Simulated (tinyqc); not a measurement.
Arrhenius plot from several rate windows.

Emission rate en = sn vth(T) Nc(T) exp(-Et/kB T) = sn g T^2 exp(-Et/kB T), g = vth Nc/(300 K)^2, as vth goes as T^0.5 and Nc as T^1.5 (degeneracy factor 1). Here the cross-section is thermally activated, sn exp(-Eb/kB T) with Eb = 0.02 eV. Each window ew gives the temperature where en = ew.

Parameters, values chosen for the exercise; material values close to those of gallium nitride: conduction-band density of states at 300 K Nc = 2.3e18 cm^-3; thermal velocity at 300 K vth = 2.6e7 cm/s; depth of the trap below the conduction edge Et = 0.11 eV; capture cross-section sn = 1.1e-17 cm^2.

Constants: q = 1.602176634e-19 C, kB = 1.380649e-23 J/K. Results are converted to the units shown.

Result of one run:
```
ew (1/s)	T peak (K)	q/kB T (1/eV)	ln(ew/T^2)	ln ew
1300	131.38	88.330	-2.5860	7.1701
```

What becomes of these results when the rate window ew is changed from 1300 to 3900 1/s, all else the same?

Result of the changed run:
```
ew (1/s)	T peak (K)	q/kB T (1/eV)	ln(ew/T^2)	ln ew
3900	142.95	81.178	-1.6563	8.2687
```

The whole series:
```
ew (1/s)	T peak (K)	q/kB T (1/eV)	ln(ew/T^2)	ln ew
1.7	87.190	133.10	-8.4055	0.53063
5.1	92.435	125.54	-7.4238	1.6292
15	98.198	118.18	-6.4659	2.7081
47	105.08	110.43	-5.4593	3.8501
140	112.56	103.09	-4.5054	4.9416
430	121.36	95.620	-3.5338	6.0638
1300	131.38	88.330	-2.5860	7.1701
3900	142.95	81.178	-1.6563	8.2687
```

The peak rises from 87.2 to 143 K. ln(ew/T^2) against q/kB T is a straight line of slope -0.1300 eV, which is Et + Eb and not Et = 0.11 eV: a capture barrier adds to the activation energy. Its intercept gives sn = 1.10e-17 cm^2. Leaving out the T^2 gives 0.1490 eV, too high by about 2 kB T.

Numbers from tinyqc (`OMP_NUM_THREADS=1 python tinyqc.py 2050103 2050104 out.jsonl`; about 0.01 s on one thread of a shared Intel Xeon 2.30GHz).
